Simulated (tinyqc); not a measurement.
Threshold of a short bulk MOSFET: charge sharing, barrier lowering, narrow width: one step of the calculation.

n-channel device on a p-type body, depletion approximation, full ionisation. Uniform doping N = Na. Vbi from Boltzmann statistics is rough for the degenerate source. Cox = eps0 eox/tox.

Task. Long-channel threshold and scales. ni = sqrt(Nc Nv) exp(-Eg/(2 Vt)), Eg in volts; 2 pB = 2 Vt ln(N/ni); flat band Vfb - Vt ln(N/Na); Wd = sqrt(2 eps0 eps_r (2 pB - Vbs)/(q N)); body term q N Wd/Cox; long-channel VT0 = flat band + 2 pB + body term; Vbi = Vt ln(N Nsd/ni^2); scale length l = sqrt((eps_r/eox) tox Wd).

Values chosen for this exercise; band and dielectric values close to those of silicon: temperature T = 300 K; band gap Eg = 1.12 eV; relative permittivity eps_r = 11.9; conduction-band density of states at T Nc = 2.82e19 cm^-3; valence-band density of states at T Nv = 2.69e19 cm^-3; relative permittivity of the gate insulator (close to zirconium oxide) eox = 24.7; insulator thickness tox = 24 nm; channel doping Na = 9.2e16 cm^-3; source and drain doping Nsd = 1e20 cm^-3; flat-band voltage for the doping Na Vfb = -0.9 V; body-source voltage Vbs = 0 V.

Constants: q = 1.602176634e-19 C, kB = 1.380649e-23 J/K, Vt = kB T/q, eps0 = 8.8541878128e-14 F/cm where lengths are in cm. Results are converted to the units shown.

Wanted: N; 2 pB; flat band; Wd; body term; VT0; Vbi; l.

Result.

N = 9.2000e16 cm^-3
2 pB = 0.82520 V
flat band = -0.90000 V
Wd = 108.62 nm
body term = 0.17569 V
VT0 = 0.10089 V
Vbi = 1.0059 V
l = 35.439 nm

tinyqc, about 0.01 s, one thread, Intel Xeon 2.30GHz (shared host): `OMP_NUM_THREADS=1 python tinyqc.py 2002066 2002067 out.jsonl`
